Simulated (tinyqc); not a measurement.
## Inverter chain driving a load

N inverters, each f = Hc^(1/N) times larger than the one before: delay tau N (f + pp). Switched capacitance in units of the first input, with output capacitance pp times the input: Hc + (1 + pp)(Hc - 1)/(f - 1).

Values chosen for this exercise:

| symbol | value | unit | meaning |
|---|---|---|---|
| Hc | 91 |  | load over the input capacitance of the chain |
| pp | 0 |  | parasitic delay of an inverter |
| tau | 2 | ps | delay unit |

Inverter chain driving a load:

| N | f | delay (ps) | switched capacitance |
|---|---|---|---|
| 2 | 9.539 | 38.16 | 101.5 |
| 3 | 4.498 | 26.99 | 116.7 |
| 4 | 3.089 | 24.71 | 134.1 |
| 5 | 2.465 | 24.65 | 152.4 |
| 6 | 2.121 | 25.45 | 171.3 |
| 7 | 1.905 | 26.67 | 190.5 |
| 8 | 1.757 | 28.12 | 209.8 |
| 9 | 1.651 | 29.71 | 229.3 |

The delay goes from 38.2 through a minimum of 24.6 (at N = 5 among the rows listed) to 29.7 ps. The best stage effort solves pp + rho (1 - ln rho) = 0, rho = 2.72, which gives N = ln Hc/ln rho = 4.51. One stage fewer than the best costs 0.24 % in delay and saves 12 % of the switched capacitance.

Numbers from tinyqc (`OMP_NUM_THREADS=1 python tinyqc.py 2082138 2082139 out.jsonl`; about 0.01 s on one thread of a shared Intel Xeon 2.30GHz).
